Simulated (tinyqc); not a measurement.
# Electron continuity equation in a given potential, Scharfetter-Gummel discretisation: current and errors against the applied potential

Steady state in one dimension: J = q mu n E + q D dn/dx with E = -dpsi/dx and D = mu Vt, dJ/dx = 0, fixed densities nL and nR at the ends. The potential is given, psi = U x/L, and is not changed by the electrons.

11 equal intervals. Fluxes J_i = (q D/h)(n_(i+1) P_i - n_i Q_i), d_i = (psi_(i+1) - psi_i)/Vt: Scharfetter-Gummel P = B(d), Q = B(-d), B(d) = d/(exp(d) - 1); central P = 1 - d/2, Q = 1 + d/2; upwind P = 1 + max(-d, 0), Q = 1 + max(d, 0). Balance at each inner node: J_i - J_(i-1) = 0. The reference is Scharfetter-Gummel on 4000 intervals or more. Errors are those of J on the first interval against the reference at its midpoint; errors under 1e-6 % are printed as 0.

Parameters, values chosen for the exercise; mobility that of a made-up semiconductor:

| symbol | value | unit | meaning |
|---|---|---|---|
| T | 300 | K | temperature |
| mu | 1290 | cm^2/(V s) | electron mobility |
| L | 2 | um | length of the region |
| nL | 1.2e13 | cm^-3 | density at x = 0 |
| nR | 0 | cm^-3 | density at x = L |

Constants: q = 1.602176634e-19 C, kB = 1.380649e-23 J/K, Vt = kB T/q. Results are converted to the units shown.

Result of one run:
```
largest |d|,reference J (A/cm^2),SG error (%),central error (%),upwind error (%),"most negative central n (cm^-3), 0 if none"
2.989,-10.54,0,-1.86e-6,2.46e-5,0
```

Which potential difference psi(L) - psi(0) U gave this result: 0.14, 0.28, 0.43, 0.85 or 1.3 V?

U = 0.85 V.

The whole series:
```
U (V),largest |d|,reference J (A/cm^2),SG error (%),central error (%),upwind error (%),"most negative central n (cm^-3), 0 if none"
0.014,0.04923,-0.4152,0,-0.0152,1.84,0
0.057,0.2004,-0.7944,0,-0.0916,2.75,0
0.14,0.4923,-1.744,0,-0.0479,0.788,0
0.28,0.9846,-3.472,0,-1.27e-3,0.0512,0
0.43,1.512,-5.332,0,-5.94e-6,3.97e-3,0
0.63,2.215,-7.813,0,0,2.63e-4,0
0.85,2.989,-10.54,0,-1.86e-6,2.46e-5,0
1.3,4.571,-16.12,0,-3.29e-3,0,0
```

The reference current falls from -0.415 to -16.1 A/cm^2. The largest errors in size are 0 % (Scharfetter-Gummel), 0.092 % (central) and 2.7 % (upwind).

Computed by the program tinyqc: `OMP_NUM_THREADS=1 python tinyqc.py 2220125 2220126 out.jsonl`, one thread of a shared Intel Xeon 2.30GHz, about 0.01 s for the whole run.
